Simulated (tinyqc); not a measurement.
## Thickness from two neighbouring fringes

Inverse problem. At normal incidence a transparent film with an index between those of air and substrate, taken as constant, has reflectance minima at 2 n1 d = (m + 1/2) lam (small phase shifts at the substrate neglected). Find d and the order m of the shorter wavelength.

Inputs (values chosen for the exercise):
- n1 = 2.039 (index of the transparent film)

wavelengths of two neighbouring reflectance minima (nm): [509, 712.6]

Answer. Neighbouring orders differ by one: 2 n1 d (1/lam1 - 1/lam2) = 1.

d = 436.9 nm
m = 3

Program tinyqc, `OMP_NUM_THREADS=1 python tinyqc.py 2870158 2870159 out.jsonl`; Intel Xeon 2.30GHz, shared host, one thread, about 0.01 s.
